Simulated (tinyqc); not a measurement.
Implant damage, amorphisation by cascade overlap, and solid-phase epitaxial regrowth. Changing the dose Q. Computed by tinyqc, a small Python program. Command: `OMP_NUM_THREADS=1 python tinyqc.py 3114380 3114381 out.jsonl sper sweep`. One thread of a shared host (Intel(R) Xeon(R) Processor @ 2.30GHz), about 0.01 s of CPU time with the checks.

Range and width of the damage are inputs. Dynamic annealing enters only through the surviving share f.

Inputs (values chosen for the exercise, modelled on arsenic ions in silicon): atomic density N = 49.9 1/nm^3; ion Z1 = 33; ion mass M1 = 74.9 u; target Z2 = 14; target mass M2 = 28.09 u; ion energy E = 150 keV; displacement energy E_d = 17 eV; depth of the damage peak R_d = 80 nm; width of the damage profile s_d = 47 nm; share of defects that survive f = 0.53; critical displaced share x_c = 0.19; regrowth prefactor v0 = 3.7e+15 nm/s; regrowth energy E_a = 2.7 eV; anneal temperature = 591 C; rate relative to (100) = 0.04; peak enhancement by the dopant = 10.

Constants: a_0 = 0.529177210903 angstrom; e^2/(4 pi eps_0) = 14.39964548 eV angstrom; k_B = 8.617333262e-05 eV/K.

Method:
- Robinson partition: eps = E a M2/(Z1 Z2 (e^2/(4 pi eps_0)) (M1 + M2)), a = 0.8853 a_0/sqrt(Z1^(2/3) + Z2^(2/3)); k = 0.0793 Z1^(2/3) Z2^(1/2) (M1 + M2)^(3/2)/((Z1^(2/3) + Z2^(2/3))^(3/4) M1^(3/2) M2^(1/2)); damage energy T_d = E/(1 + k (eps + 0.40244 eps^(3/4) + 3.4008 eps^(1/6))); displacements nu = 0.8 T_d/(2 E_d).
- Displaced share x(z) = f nu Q exp(-(z - R_d)^2/(2 s_d^2))/(sqrt(2 pi) s_d N); the layer is amorphous where x > x_c, between R_d -/+ s_d sqrt(2 ln(x_max/x_c)), the upper edge being cut at the surface. Threshold dose Q_c = Q x_c/x_max.
- Displaced atoms per area beyond the lower edge z2: f nu Q (1/2) erfc((z2 - R_d)/(sqrt2 s_d)); they are not removed by regrowth.
- v = v0 x orientation factor x exp(-E_a/(k_B T)) x [1 + (enhancement - 1) exp(-(z - R_d)^2/(2 s_d^2))], T = anneal temperature + 273.15 K; the dopant is taken to follow the damage profile; the lower front moves from the lower edge z2 to the surface, or to the middle (z1 + z2)/2 of a buried layer with upper edge z1; time = int dz/v; the equivalent undoped distance is that time times the undoped velocity.

One run for each value:
```
dose Q (1/cm^2)  lower edge (nm)  upper edge (nm)  displaced atoms beyond z2 (1/cm^2)  time with enhancement (s)
1.30e+14                  120.89           39.110                          3.1336e+16                      173.3
2.60e+14                  148.81           11.194                          2.3354e+16                      367.0
5.40e+14                  169.24            0.000                          1.9512e+16                     1096.8
1.10e+15                  185.39            0.000                          1.7208e+16                     1393.9
2.30e+15                  199.86            0.000                          1.5535e+16                     1754.7
4.70e+15                  212.37            0.000                          1.4314e+16                     2132.7
9.70e+15                  223.96            0.000                          1.3335e+16                     2522.1
2.00e+16                  234.66            0.000                          1.2536e+16                     2903.2
```

Over the rows, lower edge (nm) rises from 121 to 235 (exponent d ln y / d ln x 0.30 between the first rows and 0.065 between the last); upper edge (nm) falls from 39.1 to 0, flat over part of the range; displaced atoms beyond z2 (1/cm^2) falls from 3.13e16 to 1.25e16 (exponent d ln y / d ln x -0.42 between the first rows and -0.085 between the last).  Left out: 3.00e13, 6.20e13 (the dose does not amorphise).

Caution (all rows): regrowth on (111) is not only slow but leaves twins, which a single velocity does not describe.
